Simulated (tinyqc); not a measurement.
Photoconductance decay in a wafer: bulk and surface recombination modes, and iron detection by pair splitting: one step, computed by the program tinyqc.

Both faces of the wafer have the same S; injection is low and all coefficients are constant. x runs from -W/2 to W/2.

Question. Decay rates of the even modes. Even modes cos(a x) obey b tan b = S W/(2 D) with b = a W/2, odd modes sin(a x) obey -b cot b = S W/(2 D); each decays at the rate 1/tau_b + D a^2.

Inputs (values chosen for the exercise, modelled on p-type silicon): thickness W = 200 micrometre; diffusivity D = 24.9 cm^2/s; bulk lifetime tau_b without iron = 1600 microsecond; surface recombination velocity S = 16000 cm/s.

Give: the table «The first four even modes: b, surface rate and decay time» with the columns b_n, surface rate D a^2 (1/s), decay time (microsecond), for n = 0, 1, 2, 3.

Answer.

The first four even modes: b, surface rate and decay time:
```
n    b_n  surface rate D a^2 (1/s)  decay time (microsecond)
0  1.362                 4.619e+05                     2.162
1  4.140                 4.268e+06                     0.234
2  7.024                 1.229e+07                     0.081
3  9.996                 2.488e+07                     0.040
```
